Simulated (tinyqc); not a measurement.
# Amplitude against the length of the filling pulse

In DLTS the amplitude of the capacitance transient follows the share of traps filled by the pulse. In the neutral layer an empty trap fills as 1 - exp(-tp/tc), tc = 1/(sn vth(T) Nd), vth(T) = vth (T/300 K)^0.5; emission during the pulse and slow capture at the depletion edge are neglected.

Values chosen for this exercise:

| symbol | value | unit | meaning |
|---|---|---|---|
| vth | 2.3e7 | cm/s | thermal velocity at 300 K |
| Nd | 7.5e14 | cm^-3 | shallow donor density |
| sn | 2.5e-15 | cm^2 | capture cross-section |
| T | 207 | K | temperature of the transient |

Amplitude against the length of the filling pulse:
```
tp (s)    tp/tc  amplitude over its full value  ln(1 - that)
1.4e-9  0.05015                        0.04891      -0.05015
2.6e-9  0.09314                        0.08893      -0.09314
5e-9     0.1791                         0.1640       -0.1791
9.4e-9   0.3367                         0.2859       -0.3367
1.8e-8   0.6448                         0.4752       -0.6448
3.3e-8    1.182                         0.6934        -1.182
6.3e-8    2.257                         0.8953        -2.257
1.2e-7    4.299                         0.9864        -4.299
2.2e-7    7.881                         0.9996        -7.881
```

The amplitude rises from 0.0489 to 1.00 of its full value. The last column is linear in tp with slope -1/tc, tc = 2.79e-8 s, which gives the cross-section from Nd and vth, independently of the Arrhenius intercept; 99 % filling needs 1.29e-7 s.

Numbers from tinyqc (`OMP_NUM_THREADS=1 python tinyqc.py 2050121 2050122 out.jsonl`; about 0.01 s on one thread of a shared Intel Xeon 2.30GHz).
